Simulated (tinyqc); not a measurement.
## Tunnelling through a gate dielectric, WKB transmission and Tsu-Esaki current: effect of the tunnelling mass m1

Electrons leave the emitter at x = 0. Energies E (motion across the layers) are in eV from the emitter Fermi level; the collector Fermi level lies at -V and offers states at every E. No charge in the dielectric and no image force: F1 = V/t1, U = phi1 - F1 x. With C = hbar^2/(2 m0), kappa = sqrt(m (U - E)/C) where U > E and 0 elsewhere; T(E) = exp(-S), S = 2 times the integral of kappa over x.

Each layer adds (2/F) sqrt(m/C) [G(u at its left edge) - G(u at its right edge)] to S, with u = U - E (0 where negative) and G(u) = (2/3) u^1.5. J = J0 times the integral of T(E) N(E) dE, N = ln[(1 + exp(-E/Vt))/(1 + exp((-E - V)/Vt))], J0 = q^2 me m0 kB T/(2 pi^2 hbar^3) (times 1e-4 for A/cm^2 per eV), from E = -Ef to far above the barrier (T = 1 there), by quadrature converged to the digits shown.

Inputs (values chosen for the exercise); dielectric values close to those of silicon dioxide: temperature T = 350 K; Fermi energy of the emitter above its band bottom Ef = 4.1 eV; emitter mass in the supply function me = 0.72 m0; barrier of layer 1 above the emitter Fermi level at zero bias phi1 = 3.13 eV; thickness of layer 1 t1 = 7.8 nm; voltage across the dielectric V = 4.7 V.

Constants: q = 1.602176634e-19 C, kB = 1.380649e-23 J/K, hbar = 1.054571817e-34 J s, m0 = 9.1093837015e-31 kg, Vt = kB T/q, hbar^2/(2 m0) = 0.0380998212 eV nm^2. Results are converted to the units shown.

Effect of the tunnelling mass m1:
```
m1 (m0)  S at E = 0   T(E = 0)  J (A/cm^2)  mean E of the current (eV)
0.12          21.75  3.596e-10     0.04400                     -0.1508
0.15          24.31  2.761e-11    0.002838                     -0.1275
0.2           28.07  6.421e-13    5.365e-5                    -0.09878
0.25          31.39  2.336e-14    1.693e-6                    -0.07704
0.31          34.95  6.615e-16    4.273e-8                    -0.05588
0.4           39.70  5.719e-18   3.345e-10                    -0.02933
0.5           44.39  5.273e-20   2.967e-12                   -0.002955
0.63          49.83  2.294e-22   1.334e-14                     0.03107
```

J falls from 0.0440 to 1.33e-14 A/cm^2. S goes as m1^(0.50): kappa is proportional to the square root of the mass.

tinyqc, about 0.02 s, one thread, Intel Xeon 2.30GHz (shared host): `OMP_NUM_THREADS=1 python tinyqc.py 2540023 2540024 out.jsonl`
